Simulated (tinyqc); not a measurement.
Worked calculation: RHF in the sto-3g basis, for BeH+, spin multiplicity 1. One step of it, computed by the program tinyqc.

Problem. Iteration 3: diagonalisation and new density. Diagonalise F' = X^T F X, C = X C', fill 2 alpha and 2 beta electrons from the bottom; D = 2 C_occ C_occ^T; the new density keeps 0.7 of the old one (damping). Each column has its largest component positive (the first on a tie).

Fock matrix F (hartree), lower triangle:
```
            1Be 1s     1Be 2s    1Be 2px    1Be 2py    1Be 2pz      2H 1s
1Be 1s   -5.268648
1Be 2s   -1.508097  -0.949818
1Be 2px   0.053656  -0.002990  -0.233237
1Be 2py   0.021026   0.019017   0.007459  -0.210828
1Be 2pz   0.073556  -0.159675  -0.066650   0.023382  -0.473649
2H 1s    -0.412493  -0.578703  -0.033075   0.030216  -0.486863  -0.604791
```

X, lower triangle:
```
            1Be 1s     1Be 2s   1Be 2px   1Be 2py    1Be 2pz     2H 1s
1Be 1s    1.027649
1Be 2s   -0.145724   1.151003
1Be 2px   0.000000   0.000000  1.000000
1Be 2py   0.000000   0.000000  0.000000  1.000000
1Be 2pz  -0.011457   0.140613  0.000000  0.000000   1.158913
2H 1s     0.021746  -0.338926  0.000000  0.000000  -0.384325  1.279368
```

D after iteration 2, lower triangle:
```
            1Be 1s     1Be 2s    1Be 2px    1Be 2py    1Be 2pz     2H 1s
1Be 1s    1.429142
1Be 2s   -0.009173   0.692030
1Be 2px  -0.233354   0.215501   0.197067
1Be 2py  -0.049894  -0.181057  -0.045396   0.060678
1Be 2pz  -0.541692   0.534633   0.437715  -0.098095   1.007830
2H 1s     0.253807   0.327327  -0.066268  -0.091357  -0.085125  0.378720
```

overlap S, lower triangle:
```
           1Be 1s    1Be 2s   1Be 2px   1Be 2py   1Be 2pz     2H 1s
1Be 1s   1.000000
1Be 2s   0.259517  1.000000
1Be 2px  0.000000  0.000000  1.000000
1Be 2py  0.000000  0.000000  0.000000  1.000000
1Be 2pz  0.000000  0.000000  0.000000  0.000000  1.000000
2H 1s    0.065613  0.449485  0.000000  0.000000  0.518467  1.000000
```

Give: F' = X^T F X; orbital energies; coefficients C; D after iteration 3.

Solution.

F' = X^T F X (hartree), lower triangle:
```
         1        2        3        4        5        6
1  -5.1496
2  -0.7477  -0.5407
3   0.0556  -0.0094  -0.2332
4   0.0192   0.0119   0.0075  -0.2108
5   0.1017  -0.0200  -0.0656   0.0179  -0.3015
6  -0.1113  -0.3443  -0.0145   0.0237  -0.3458  -0.2344
```

orbital energies (hartree): MO1 -5.2754, MO2 -0.8040, MO3 -0.3398, MO4 -0.2196, MO5 -0.2083, MO6 0.1768

coefficients C:
```
             MO1      MO2      MO3      MO4      MO5      MO6
1Be 1s    0.9919  -0.1821  -0.2179  -0.0476   0.0038   0.1059
1Be 2s    0.0250   0.5350   0.7406   0.2356   0.0136  -0.7679
1Be 2px  -0.0107   0.0930  -0.2932   0.9338   0.1682   0.0711
1Be 2py  -0.0042  -0.0496   0.0783  -0.1488   0.9844   0.0126
1Be 2pz  -0.0214   0.4109  -0.6212  -0.1732   0.0562  -0.9604
2H 1s     0.0148   0.4222  -0.0958  -0.1684  -0.0132   1.2975
```

D after iteration 3, lower triangle:
```
          1Be 1s   1Be 2s  1Be 2px  1Be 2py  1Be 2pz   2H 1s
1Be 1s    1.6106
1Be 2s   -0.0500   0.6565
1Be 2px  -0.1799   0.1806   0.1432
1Be 2py  -0.0320  -0.1427  -0.0345   0.0440
1Be 2pz  -0.4368   0.5058   0.3295  -0.0808   0.8071
2H 1s     0.1403   0.3649  -0.0229  -0.0765   0.0443  0.3722
```
